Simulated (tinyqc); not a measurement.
Comparisons within one model: band folding and unfolding in a supercell of a chain. A value that a table varies takes the place of the one given here.

A chain with hopping -t and n = 4 sites a supercell. H(K) has v_j on the diagonal, -t between neighbours and -t exp(2 pi i K) on the bond that closes the cell (from the last site to the first of the next cell). The point K holds the n wave vectors k_m = (K + m)/n of the primitive zone, in 2 pi/a, m = 0 to n - 1, with E0 = -2t cos(2 pi k_m). The unfolding weight of a state c on k_m is |sum_j c_j exp(-2 pi i k_m j)|^2/n, j = 0 to n - 1.

Values chosen for the exercise: t = 1.61 eV (hopping); v = (-0.66, 0.66, 0.66, 0.66) eV (site energies in the supercell); Kq = 0.22 2 pi/(n a) (wave vector in the small zone).

## Minigaps against first-order theory

Gap i lies between minibands i and i + 1, at K = 1/2 for odd i and K = 0 for even i, where k = +/- i/(2n) are degenerate; first order gives 2|V_i|, the Fourier component V_q = (1/n) sum_j v_j exp(-2 pi i q j/n) for q equal to the number of the gap. Computed for the potential at full and at half strength.

Gaps (eV):
```
i  E0 at the crossing  2|V_i|     gap  gap at half strength
1             -2.2769  0.6600  0.7537                0.3538
2              0.0000  0.6600  0.6334                0.3266
3              2.2769  0.6600  0.5663                0.3062
```

Halving the potential about halves gaps 1 and 2, the scaling of first order; where the ratio is further from 2, higher orders count. The largest miss of first order is 94 meV, at i = 1 and 3; the potential spans 0.82 t.

## From folded lines to real minibands

The potential is scaled by x. For the lowest level at K: energy, second-order estimate E0(k_0) + x V_0 - x^2 sum_m |V_m|^2/(E0(k_m) - E0(k_0)), weight on k_0, and width of the lowest miniband between K = 0 and 1/2.

Lowest level:
```
x      E (eV)  second order (eV)  weight on k_0  miniband width (eV)
0.00  -3.0296            -3.0296          1.000               0.9431
0.25  -2.9537            -2.9534          0.997               0.8601
0.50  -2.8920            -2.8898          0.989               0.7772
1.00  -2.8164            -2.8002          0.953               0.6174
1.50  -2.8089            -2.7609          0.894               0.4750
2.00  -2.8669            -2.7719          0.824               0.3572
3.00  -3.1406            -2.9447          0.690               0.1978
4.00  -3.5545            -3.3187          0.591               0.1124
```

Second order is +16.2 meV off at x = 1 and +196 meV at x = 3. The weight on the parent k falls to 0.95 at x = 1 and 0.59 at x = 4, and the miniband narrows from 0.943 to 0.112 eV as the state gathers on the low sites. While the weight stays near one the primitive band is still the right picture and the folded copies carry little spectral weight.

## What each change does

The two lowest levels at K and the weight of the lowest on k_0. Each row changes one parameter from the base and keeps the others.

Results:
```
case                                level 1 (eV)  level 2 (eV)  weight
base                                     -2.8164       -0.7609  0.9530
t = 1.771 eV                             -3.1076       -0.8716  0.9614
v = (0.66, -0.66, -0.66, -0.66) eV       -3.4428       -1.4544  0.9736
Kq = 0.39 2 pi/(n a)                     -2.5021       -1.4204  0.8464
```

The largest shifts from the base row, up to three for each result and ties (the steps differ in size, so this ranks the rows, not the parameters). level 1 (eV): v -0.6264, Kq +0.3143, t -0.2913. level 2 (eV): v -0.6936, Kq -0.6595, t -0.1107. weight: Kq -0.1066, v +0.0206, t +0.0085.

tinyqc: `OMP_NUM_THREADS=1 python tinyqc.py 1451664 1451665 out.jsonl`; about 0.01 s, one thread, shared Intel(R) Xeon(R) Processor @ 2.30GHz.
